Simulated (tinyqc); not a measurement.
Gas flow in a process chamber: flow regimes, conductance, effective pumping speed, pump-down, outgassing and purge: one step, computed by the program tinyqc. Command: `OMP_NUM_THREADS=1 python tinyqc.py 3120215 3120216 out.jsonl pump walk`. One thread of a shared host (Intel(R) Xeon(R) Processor @ 2.30GHz), about 0.06 s of CPU time with the checks.

Ideal gas, isothermal flow, a pump of constant speed at the end of a round pipe; process gas, volume gas and outgassing are given the same properties. 1 sccm = 101325 Pa x 1e-6 m^3/60 s x T/273.15 K.

Problem. Molecular flow. Mean speed c = sqrt(8 k_B T/(pi m)); aperture conductance C_a = c pi d^2/16; molecular pipe C_m = C_a/(1 + 3 l/(4 d)) (Dushman form); viscous pipe C_v = pi d^4 p_mean/(128 eta l); Knudsen interpolation C = C_v + C_m (1 + x)/(1 + 1.24 x), x = d p_mean sqrt(m/(k_B T))/eta. Effective speed 1/S_eff = 1/S + 1/C_m; time constant V/S_eff; pressure at which the free path k_B T/(sqrt2 pi d_m^2 p) equals d.

Inputs (values chosen for the exercise, modelled on oxygen near room temperature): molar mass M = 32 g/mol; molecular diameter = 0.36 nm; temperature T = 300 K; chamber volume V = 7.2 L; pipe diameter d = 10 cm; pipe length l = 11 cm; pump speed S = 180 L/s.

Constants: k_B = 1.380649e-23 J/K; u = 1.6605390666e-27 kg.

Give: mean speed c; C_a; C_m; S_eff in molecular flow; time constant; pressure where the free path equals d.

Solution.

mean speed c = 445.53 m/s

C_a = 874.79 L/s

C_m = 479.34 L/s

S_eff in molecular flow = 130.86 L/s

time constant = 0.055021 s

pressure where the free path equals d = 0.071934 Pa

The pipe passes on 73 % of the pump speed.
